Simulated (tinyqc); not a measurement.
Inside a calculation: alloy A(1-x)B(x) by interpolation with bowing. Values are carried at full precision from step to step, so a last printed digit may differ when a step is redone from the rounded ones.

Each gap follows E(x) = (1 - x) E_A + x E_B - C x (1 - x); the lattice constant follows Vegard, a(x) = (1 - x) a_A + x a_B.

Constants: hc = 1239.841984 eV nm; kB = 8.617333262e-05 eV/K.

Values chosen for the exercise (A near Si, B near Ge; the results hold for these values, not for the real material):
```
symbol  value                 unit      meaning
a       (5.433, 5.654)        angstrom  lattice constant of A, B
x       0.93                            fraction of B
Eg      (4.129, 0.885)        eV        gap at Gamma to the s-like level of A, B
EgX     (1.177, 0.934)        eV        gap to the lowest valley along Gamma-X of A, B
EgL     (2.109, 0.745)        eV        gap to L of A, B
C       (0.273, 0.199, 0)     eV        bowing of the Gamma, X and L gaps
Dso     (0.045, 0.286)        eV        spin-orbit splitting of A, B
Ep      (21.9, 26.5)          eV        Kane energy of A, B
me      (0.2015, 0.0375)      m0        electron mass at Gamma of A, B
Cs      0                     eV        bowing of Dso
md      (0.0464, 0.93, 0.51)  m0        density-of-states masses of Gamma, all X and all L valleys
T       300                   K         temperature
```

## Gaps and lattice constant at x

Also give the wavelength hc/E of the lowest gap.

a(x) = 5.6385 angstrom

linear parts (eV): Gamma 1.1121, X 0.9510, L 0.8405

bowing terms C x (1 - x) (eV): Gamma 0.0178, X 0.0130, L 0.0000

gaps (eV): Gamma 1.0943, X 0.9381, L 0.8405

wavelength of the lowest gap = 1475.2 nm

The lowest valley is L, so the gap is indirect; the next, X, lies 98 meV higher.

## Where the valleys cross

The difference of two gaps is a quadratic q2 x^2 + q1 x + q0 with q2 = C_i - C_j, q1 = (E_B - E_A - C)_i - (E_B - E_A - C)_j, q0 = E_A,i - E_A,j; give its roots between 0 and 1 (a dash: none).

Crossings:
```
pair        q2      q1      q0  first root  second root
Gamma-X  0.074  -3.075   2.952      0.9833            -
Gamma-L  0.273  -2.153   2.020           -            -
X-L      0.199   0.922  -0.932      0.8536            -
```

The lowest valley changes at x = 0.854 (X to L, gap 0.945 eV). The other crossings lie above the lowest valley.

## Electron mass of the alloy

Mass at Gamma from the Kane formula 1/m = F + Ep (Eg + 2 Dso/3)/(Eg (Eg + Dso)). F is fixed by the masses of A and B and interpolated linearly, as is Ep; Eg and Dso carry their bowing.

Compare with the linear interpolation of the masses.

F of A, B: [-0.3221, -0.8391]

Ep, Eg, Dso at x (eV): [26.1780, 1.0943, 0.2691]

m(x) from the Kane formula = 0.0464 m0
m(x) linear = 0.0490 m0

The Kane value lies 5.2 % below the linear one. The Gamma valley is not the lowest at this x.

## Shares of the electrons in the valleys

Non-degenerate: n_i proportional to md_i^(3/2) exp(-E_i/kT).

md^(3/2): Gamma 0.0100, X 0.8969, L 0.3642

(E - E_min)/kT: Gamma 9.82, X 3.77, L 0.00

shares: Gamma 0.000, X 0.053, L 0.947

L holds most electrons (94.7 %).

## Checks

- The Gamma and X gaps at their crossing x = 0.9833 (eV): both 0.9348.
- The X and L gaps at their crossing x = 0.8536 (eV): both 0.9447.

tinyqc: `OMP_NUM_THREADS=1 python tinyqc.py 1080209 1080210 out.jsonl`; about 0.01 s, one thread, shared Intel(R) Xeon(R) Processor @ 2.30GHz.
